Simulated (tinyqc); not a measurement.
Force balance against energy balance: elastic strain and critical thickness of a cubic alloy layer A(1-x)B(x) on a thick substrate. Computed by tinyqc, a small Python program. Command: `OMP_NUM_THREADS=1 python tinyqc.py 3023377 3023378 out.jsonl misfit walk`. One thread of a shared host (Intel(R) Xeon(R) Processor @ 2.30GHz), about 0.01 s of CPU time with the checks.

Strain is positive in tension. The layer is coherent with the substrate unless said otherwise.

Inputs (values chosen for the exercise, modelled on GaAs(1-x)Sb(x) on GaAs):
```
quantity                        value      unit
fraction x of B                  0.17         -
lattice constant a_A            5.653  angstrom
lattice constant a_B            6.096  angstrom
substrate lattice constant a_S  5.653  angstrom
```

Growth plane: (001). Layer: buried under a thick cap. Misfit dislocation: 60-degree.

C11, C12, C44 of A (GPa): 119.7  53.75  59.4

C11, C12, C44 of B (GPa): 87.72  40.31  42.4

Method:
- a = (1 - x) a_A + x a_B, the same rule for each C_ij; misfit f = (a_S - a)/a, the in-plane strain of the coherent layer.
- Voigt averages: G = (C11 - C12 + 3 C44)/5, B = (C11 + 2 C12)/3, nu = (3 B - 2 G)/(2 (3 B + G)); b = a/sqrt(2). The 60-degree dislocation has cos alpha = 1/2, and cos lambda = 1/2 on (001).
- Matthews-Blakeslee: h_c = A [ln(h_c/b) + 1], A = b (1 - nu cos^2 alpha)/(4 pi |f| (1 + nu) cos lambda), the factor 4 pi being that of a buried layer, with a dislocation at both interfaces.
- People-Bean: h_c = P ln(h_c/b), P = (1 - nu)/(1 + nu) b^2/(16 pi sqrt(2) a f^2). The misfit is scaled by 0.25, 0.4, 0.6, 1, 1.5, 2.2 at fixed a, b and nu; the upper root is taken, and rows with A < 1.3 b or P < 3 b, where the roots shrink to the core size or vanish, are left out.

misfit f = -0.0131470

prefactor A = 3.73457 nm

Poisson ratio nu = 0.235650

Burgers vector b = 0.405053 nm

free lattice constant a = 5.72831 angstrom

Critical thickness:
```
|f| (%)  Matthews-Blakeslee (nm)  People-Bean (nm)   ratio
0.3287                    96.736            1957.2  20.232
0.5259                    55.227             667.6  12.088
0.7888                    33.753             258.7   7.666
1.3147                    17.879              75.4   4.215
1.9720                    10.623              26.9   2.531
2.8923                     6.377               9.4   1.467
```

What follows from these numbers?

The exponents d ln h_c/d ln f are -1.19 and -2.29 between the first rows, steeper than the -1 and -2 of the prefactors because of the logarithm. The ratio falls from 20.2 to 1.47 as the misfit grows. Where People-Bean lies above, a layer between the lines is metastable: dislocations would lower the energy but have to be nucleated. People-Bean has no form for a buried layer. Above about 2 % misfit islands may come first.
